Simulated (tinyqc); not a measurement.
True capacitance, leakage and series resistance from two frequencies.

Question. A capacitance C in parallel with G and in series with Rs is measured as Cp and D = Gp/(w Cp) at two frequencies. The series reading Cs = Cp (1 + D^2) equals C + G^2/(w^2 C), and Re Z = D/(w Cp (1 + D^2)) = Rs + G/(G^2 + w^2 C^2). Find C, G and Rs.

f (Hz): [50000, 1.5e5]
Cp (pF): [253.418136, 249.983975]
D: [0.0439864968, 0.125272671]

Answer. w^2 Cs = w^2 C + G^2/C is a straight line in w^2 with slope C; the intercept gives G, and the real part then gives Rs.

C = 254 pF
G = 0.200 uS
Rs = 520 ohm

Computed by the program tinyqc: `OMP_NUM_THREADS=1 python tinyqc.py 2022093 2022094 out.jsonl`, one thread of a shared Intel Xeon 2.30GHz, about 0.01 s for the whole run.
